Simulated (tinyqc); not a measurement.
Inside a calculation. Model: classical nucleation, growth and JMAK kinetics of crystallisation from a melt or glass. Computed by tinyqc, a small Python program that keeps every step. Command: `OMP_NUM_THREADS=1 python tinyqc.py 3030843 3030844 out.jsonl nucl walk`. One thread of a shared host (Intel(R) Xeon(R) Processor @ 2.30GHz), about 0.01 s of CPU time with the checks. Intermediate numbers are printed to about 6 digits and carried at full precision; extremes and crossings named in words are read from the listed rows.

A spherical nucleus cap on a flat wall with a sharp interface of isotropic energy gamma; lambda = Omega^(1/3) is the jump distance.

Inputs (values chosen for the exercise, for a model substance):
```
quantity                        value        unit
melting point T_m                1420           K
heat of melting per volume H     3840      J/cm^3
interface energy gamma          0.428       J/m^2
atomic volume Omega              13.7  angstrom^3
temperature T                    1016           K
diffusion prefactor D0        8.5e-05       m^2/s
activation energy Q              1.72          eV
contact angle theta                90     degrees
wall area per volume S_v        16000         1/m
time t                             27           s
```

Nucleation: on a flat wall. Driving force: Turnbull (linear).

Constants: e = 1.602176634e-19 C; k_B = 1.380649e-23 J/K; k_B = 8.617333262e-05 eV/K.

## Critical nucleus

Driving force per volume: dG = H (T_m - T)/T_m. Shape factor f = (2 + cos theta)(1 - cos theta)^2/4. W(r) = f [4 pi r^2 gamma - (4/3) pi r^3 dG]; r* = 2 gamma/dG; W* = f 16 pi gamma^3/(3 dG^2); n* = f (4/3) pi r*^3/Omega.

driving force dG = 1092.51 J/cm^3

shape factor f = 0.5

critical radius r* = 0.783519 nm

barrier W* = 3.43472 eV

atoms in the nucleus n* = 73.5337

W*/(k_B T) = 39.2306

The wall leaves r* unchanged and cuts the barrier to 50.0 % of the homogeneous value. W* equals n* Omega dG/2 = 3.435 eV.

## Steady nucleation rate

D = D0 exp(-Q/(k_B T)); attachment rate k+ = (A*/lambda^2) D/lambda^2 with A* = 2 pi r*^2 (1 - cos theta); Zeldovich factor Z = sqrt(W*/(3 pi k_B T))/n*; sites per volume N = S_v/lambda^2; I = N Z k+ exp(-W*/(k_B T)); lag time = 1/(4 pi Z^2 k+).

diffusivity D = 2.49753e-13 m^2/s

attachment rate k+ = 2.93875e+08 1/s

Zeldovich factor Z = 0.0277453

sites N = 2.79451e+23 1/m^3

nucleation rate I = 2.08952e+13 1/(m^3 s)

lag time = 3.51761e-07 s

A rise of gamma by 5 % would change I by a factor of about exp(-W*/(k_B T) (1.05^3 - 1)) = 0.0021.

## Growth velocity

Growth (Wilson-Frenkel): u = (D/lambda) [1 - exp(-dG Omega/(k_B T))]. D = D0 exp(-Q/(k_B T)).

growth velocity u = 6.84674e-04 m/s

## Fraction transformed and grain size

JMAK with steady nucleation and growth, nuclei spread at random: extended fraction X_e = (pi/3) I u^3 t^4, X = 1 - exp(-X_e); t_X = [-3 ln(1 - X)/(pi I u^3)]^(1/4); final grains per volume = Gamma(5/4) (3/pi)^(1/4) (I/u)^(3/4), Gamma(5/4) = 0.9064024771. Grain size = (grains per volume)^(-1/3).

extended fraction = 3.73234e+09

fraction X at t = 1

half time t_0.5 = 0.0996724 s

grains per volume = 2.06888e+12 1/m^3

grain size = 78.4792 micrometre

t is 270 half times: the change is complete.

## Nose of the time-temperature curve

JMAK with steady nucleation and growth, nuclei spread at random: extended fraction X_e = (pi/3) I u^3 t^4, X = 1 - exp(-X_e); t_X = [-3 ln(1 - X)/(pi I u^3)]^(1/4); final grains per volume = Gamma(5/4) (3/pi)^(1/4) (I/u)^(3/4), Gamma(5/4) = 0.9064024771. The nose is the T between 0.3 and 0.97 T_m where I u^3 is largest; the time is for X = 1e-6, and the critical cooling rate is estimated as (T_m - T_nose)/t_nose.

nose temperature = 929.916 K

nose time = 0.00151283 s

critical cooling rate = 323952 K/s

The nose lies at 0.65 T_m. Rapid quenching of thin ribbons or droplets could reach this.

## Nucleation and growth against temperature

Grain size = (grains per volume)^(-1/3). Rows are kept where W*/(k_B T) < 70.

Rates:
```
T (K)  W*/(k_B T)  I (1/(m^3 s))      u (m/s)  t_0.5 (s)  grain size (micrometre)
710       18.1763    7.31933e+18  2.04519e-07    1.80315              4.24093e-01
781       20.3999    9.72736e+18  2.51268e-06    0.25592              7.39488e-01
852       23.6671    2.98616e+18  1.98099e-05    0.07307              1.66471e+00
923       28.5342    1.33838e+17  1.10196e-04    0.04385              5.55638e+00
994       36.0641    3.24437e+14  4.61768e-04    0.06747              3.58277e+01
1065      48.4702    4.89385e+09  1.52358e-03    0.44222              7.74816e+02
```

Among these rows I peaks at 781 K, u at 1065 K and the change is fastest at 923 K, between the two. Growth has no barrier W*, so it peaks nearer T_m than nucleation. The grain size goes as (u/I)^(1/4), from 0.42 micrometre at the lowest T to 770 at the highest. Caution: in the coldest rows the nucleus has under 20 atoms or the barrier is under 10 k_B T, where the capillary model and steady rates are only a guide.

Checks made by the program: r* and W* against a numerical maximum of W(r) (relative difference below 1e-10).
